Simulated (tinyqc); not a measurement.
Worked calculation: X-ray photoelectron analysis of a thin oxide on a semiconductor: attenuation lengths, thickness, angle series and band offsets. Computed by tinyqc, a small Python program that keeps every step. Command: `OMP_NUM_THREADS=1 python tinyqc.py 3112925 3112926 out.jsonl xps walk`. One thread of a shared host (Intel(R) Xeon(R) Processor @ 2.30GHz), about 0.01 s of CPU time with the checks. Intermediate numbers are printed to about 7 digits and carried at full precision; extremes and crossings named in words are read from the listed rows.

The same element is seen in the oxide and in the substrate, at nearly the same kinetic energy; films are flat and uniform, and the work function is ignored.

Inputs (values chosen for the exercise, modelled on SiO2 on silicon):

| quantity | value | unit |
|---|---|---|
| photon energy | 1486.6 | eV |
| binding energy of the core level | 99.4 | eV |
| oxide density | 2.15 | g/cm^3 |
| oxide formula mass | 60.08 | g/mol |
| valence electrons per oxide formula | 16 | - |
| oxide gap | 8.88 | eV |
| substrate density | 2.33 | g/cm^3 |
| substrate formula mass | 28.09 | g/mol |
| valence electrons per substrate formula | 4 | - |
| substrate gap | 1.12 | eV |
| oxide thickness d | 5.2 | nm |
| emission angle from the normal | 0 | degrees |
| attenuation length over inelastic mean free path | 0.95 | - |
| carbon overlayer | 0.4 | nm |
| counts in the two peaks together | 100000 | - |
| valence band offset used to make the data | 4.59 | eV |
| core level less valence band top, substrate | 98.8 | eV |
| core level less valence band top, thick oxide | 98.37 | eV |
| field in the oxide | 1.1 | MV/cm |

## Inelastic mean free paths

TPP-2M: lambda = E/(E_p^2 [b ln(c E) - C/E + D/E^2]) in angstrom, E_p = 28.8 sqrt(N_v rho/M), b = -0.10 + 0.944/sqrt(E_p^2 + E_g^2) + 0.069 rho^0.1, c = 0.191/sqrt(rho), U = N_v rho/M, C = 1.97 - 0.91 U, D = 53.4 - 20.8 U, with E = photon energy less binding energy in eV. Attenuation length L = factor x lambda.

kinetic energy E = 1387.2 eV

Terms:

| layer | E_p (eV) | b | c | lambda (nm) |
|---|---|---|---|---|
| oxide | 21.79248 | 0.01460430 | 0.1302609 | 3.901217 |
| substrate | 16.58917 | 0.03186580 | 0.1251283 | 3.089761 |

L in the oxide = 3.706156 nm

L in the substrate = 2.935273 nm

## Peak ratio

R_0 = (rho_o/M_o) L_o/((rho_s/M_s) L_s); peak ratio R = I_ox/I_sub = R_0 [exp(d/(L_o cos theta)) - 1]; hence d = L_o cos theta ln(1 + R/R_0). A carbon layer weakens both peaks alike, by exp(-d_C/(L_o cos theta)) if its L is taken equal to L_o. This R_0 leaves out intrinsic losses from the substrate peak, so calibrated values can be larger.

R_0 = 0.5447279

d/(L_o cos theta) = 1.403071

ratio R = 1.671047

oxide share of the counts = 0.6256149

attenuation by carbon = 0.8976917

depth 3 L_o cos theta = 11.11847 nm

## Error budget of the thickness

With x = d/(L_o cos theta): d ln d/d ln R = (1 - exp(-x))/x = -d ln d/d ln R_0; counting error of R = 1/sqrt(N f (1 - f)), f the oxide share, which times the sensitivity gives that of d; an angle error adds tan(theta) d theta; d is proportional to L_o at fixed R_0. Assumed errors: 5 % in R_0, 1 degree, 5 % in L_o.

sensitivity to R = 0.5375061

counting error of d = 0.3512130 %

R_0 = 2.687530 %

angle = 0 %

L_o = 5 %

The attenuation length is the largest of these terms.

## Angle series: uniform film or islands?

Islands: half of the surface carries 2 d and half none, R = R_0 (1/2)(1 - t)/(1/2 + t/2) with t = exp(-2 d/(L_o cos theta)); the apparent thickness is read with the uniform formula.

Against the angle:

| theta (degrees) | R, uniform | R, islands | apparent d, islands (nm) |
|---|---|---|---|
| 0 | 1.6710 | 0.4826364 | 2.351428 |
| 20 | 1.8798 | 0.4923777 | 2.242486 |
| 35 | 2.4756 | 0.5104069 | 2.007151 |
| 45 | 3.4174 | 0.5245170 | 1.767422 |
| 55 | 5.7437 | 0.5366138 | 1.457576 |
| 65 | 14.5219 | 0.5433057 | 1.083623 |
| 75 | 122.6272 | 0.5447066 | 0.664864 |

A uniform film gives d = 5.2 nm at every angle. The island film of the same volume reads 2.35 nm at normal emission and 0.665 nm at 75 degrees; its ratio cannot pass R_0, since the bare half always shows the substrate.

## Band offsets by core levels

Valence band offset = (E_core - E_v)(substrate) - (E_core - E_v)(oxide) + (core level separation at the interface, oxide less substrate). The separation is made here from the given offset; a uniform field F that raises the binding energy towards the surface shifts the oxide peak by e F <z>, <z> = d/(1 - exp(-x)) - d/x, x = d/(L_o cos theta), being the mean distance from the interface. Conduction band offset = oxide gap - substrate gap - valence band offset.

separation without field = 4.16 eV

<z> = 3.188940 nm

separation with field = 4.510783 eV

apparent valence band offset = 4.940783 eV

true conduction band offset = 3.17 eV

apparent conduction band offset = 2.819217 eV

The field biases both offsets by 0.35 eV, in opposite directions.

Checks made by the program: thickness recovered (relative difference below 1e-10).
